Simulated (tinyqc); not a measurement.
# Donor binding, ionisation and the Mott limit: ionisation against doping

Hydrogenic donor: Ry = (m0 q^3/(8 eps0^2 h^2)) me/eps_r^2 in eV, E0 = cc Ry, radius a = q/(8 pi eps0 eps_r E0), Mott density Nm = (0.26/a)^3. Below Nm the level sinks as Ed = E0 [1 - (N/Nm)^(1/3)]. Neutrality: Nc F12(eta) = N/(1 + 2 exp(eta + Ed/kB T)), F12(x) = (2/sqrt(pi)) int_0^infinity sqrt(u)/(1 + exp(u - x)) du.

The neutrality equation is solved with F12 in each row.

Inputs (values chosen for the exercise); band and dielectric values close to those of gallium phosphide:
```
symbol    value   unit                                                  meaning
T           200      K                                              temperature
eps_r      10.9                                           relative permittivity
me        0.301     m0  mass in the hydrogenic formula, set independently of Nc
Nc      9.91e18  cm^-3               conduction-band density of states at 200 K
cc          1.6          ratio of the true binding energy to the hydrogenic one
```

Constants: q = 1.602176634e-19 C, kB = 1.380649e-23 J/K, eps0 = 8.8541878128e-12 F/m, h = 6.62607015e-34 J s, m0 = 9.1093837015e-31 kg, Vt = kB T/q. Results are converted to the units shown.

Results:

| N (cm^-3) | N/Nm | Ed (meV) | ionised (%) | ionised with Ed = E0 (%) |
|---|---|---|---|---|
| 6e15 | 5.865e-4 | 50.53 | 97.82 | 97.19 |
| 1.7e16 | 0.001662 | 48.62 | 94.82 | 92.75 |
| 4.7e16 | 0.004594 | 45.98 | 89.13 | 83.68 |
| 1.3e17 | 0.01271 | 42.28 | 80.27 | 69.14 |
| 1e18 | 0.09775 | 29.75 | 59.29 | 35.78 |
| 2.9e18 | 0.2835 | 18.92 | 51.30 | 22.90 |
| 8.1e18 | 0.7918 | 4.130 | 47.14 | 14.32 |

Estimate the missing row, N = 3.7e17 cm^-3.

Computed row:

| N (cm^-3) | N/Nm | Ed (meV) | ionised (%) | ionised with Ed = E0 (%) |
|---|---|---|---|---|
| 3.7e17 | 0.03617 | 36.91 | 69.24 | 51.36 |

With this row back in the table: The ionised share falls from 97.8 to 47.1 %, against 97.2 to 14.3 % for a fixed level: a higher density raises EF against the level, which fills more donors, while the sinking Ed works the other way.

Range of the model: A sharp level with degeneracy 2 overstates freeze-out near Nm, where the impurity band broadens and merges with the conduction band.

Computed by the program tinyqc: `OMP_NUM_THREADS=1 python tinyqc.py 2330048 2330049 out.jsonl`, one thread of a shared Intel Xeon 2.30GHz, about 0.01 s for the whole run.
